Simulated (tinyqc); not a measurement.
Worked calculation: exciton in a hard-walled quantum well (variational). Values are carried at full precision from step to step, so a last printed digit may differ when a step is redone from the rounded ones.

Constants: Ry = 13.60569312 eV; a0 (Bohr radius) = 0.5291772105 angstrom; hbar^2/2m0 = 3.80998211 eV angstrom^2; e^2/(4 pi eps0) = 14.39964547 eV angstrom.

Parameters, chosen for this exercise (near those of GaN; not measured data): me = 0.199 m0 (electron mass); mh = 0.916 m0 (hole mass); eps = 9.5 (dielectric constant); Eg = 3.411 eV (gap); L = 20 angstrom (well width); lams = (12, 17, 20, 24, 29, 36, 48) angstrom (trial lengths).

## Exciton units

1/mu = 1/me + 1/mh, Ry* = Ry mu/eps^2, a* = a0 eps/mu.

mu = 0.16348 m0
Ry* = 24.646 meV
a* = 30.75 angstrom

## Hydrogen-like series

Binding Ry*/n^2 in three dimensions and Ry*/(n - 1/2)^2 in two; strengths relative to n = 1 go as 1/n^3 and (1/2)^3/(n - 1/2)^3. Lines at Eg less the binding.

Series:

| n | 3D binding (meV) | 3D line (eV) | 3D strength | 2D binding (meV) | 2D line (eV) | 2D strength |
|---|---|---|---|---|---|---|
| 1 | 24.65 | 3.3864 | 1.0000 | 98.58 | 3.3124 | 1.0000 |
| 2 | 6.16 | 3.4048 | 0.1250 | 10.95 | 3.4000 | 0.0370 |
| 3 | 2.74 | 3.4083 | 0.0370 | 3.94 | 3.4071 | 0.0080 |
| 4 | 1.54 | 3.4095 | 0.0156 | 2.01 | 3.4090 | 0.0029 |

## The form factor

Electron and hole in the lowest states cos(pi z/L) of a hard-walled well; relative motion in the plane exp(-rho/lam). E(lam) = c/(mu lam^2) - (q/eps) <1/r>, <1/r> = integral over k from 0 to infinity of F(kL) (1 + (k lam/2)^2)^(-3/2), F(x) = [3x + 8 pi^2/x - 32 pi^4 (1 - exp(-x))/(x^2 (x^2 + 4 pi^2))]/(x^2 + 4 pi^2); c = hbar^2/2m0, q = e^2/(4 pi eps0). E is counted from the subband edge.

F at k = 0.5/a*, 1/a*, 2/a*, 4/a* and 8/a*.

Form factor:

| k a* | k L | F |
|---|---|---|
| 0.5 | 0.3252 | 0.9361 |
| 1.0 | 0.6504 | 0.8783 |
| 2.0 | 1.3008 | 0.7783 |
| 4.0 | 2.6016 | 0.6257 |
| 8.0 | 5.2032 | 0.4367 |

## Scan over the trial length

Evaluate the integral numerically for each lam.

Scan:

| lam (angstrom) | <1/r> (1/angstrom) | kinetic (meV) | Coulomb (meV) | E (meV) |
|---|---|---|---|---|
| 12 | 0.11162 | 161.840 | -169.185 | -7.345 |
| 17 | 0.08619 | 80.640 | -130.642 | -50.002 |
| 20 | 0.07595 | 58.263 | -115.117 | -56.854 |
| 24 | 0.06563 | 40.460 | -99.473 | -59.013 |
| 29 | 0.05615 | 27.711 | -85.113 | -57.401 |
| 36 | 0.04676 | 17.982 | -70.874 | -52.892 |
| 48 | 0.03639 | 10.115 | -55.151 | -45.036 |

## The minimum

Minimise E over lam.

lam = 24.0 angstrom
binding energy = 59.01 meV
in Ry* = 2.394
lam/a* = 0.781

The strict two-dimensional limit is 4 Ry* with lam = a*/2; L/a* = 0.65 here.

## Checks

- Binding of a very thin well (L = a*/5000) against 4 Ry*, meV: both 98.6.
- F(3) from a double integral on a grid against the closed form: both 0.5885.

Program tinyqc; command `OMP_NUM_THREADS=1 python tinyqc.py 1281388 1281389 out.jsonl`; about 0.02 s on one thread of a shared Intel(R) Xeon(R) Processor @ 2.30GHz.
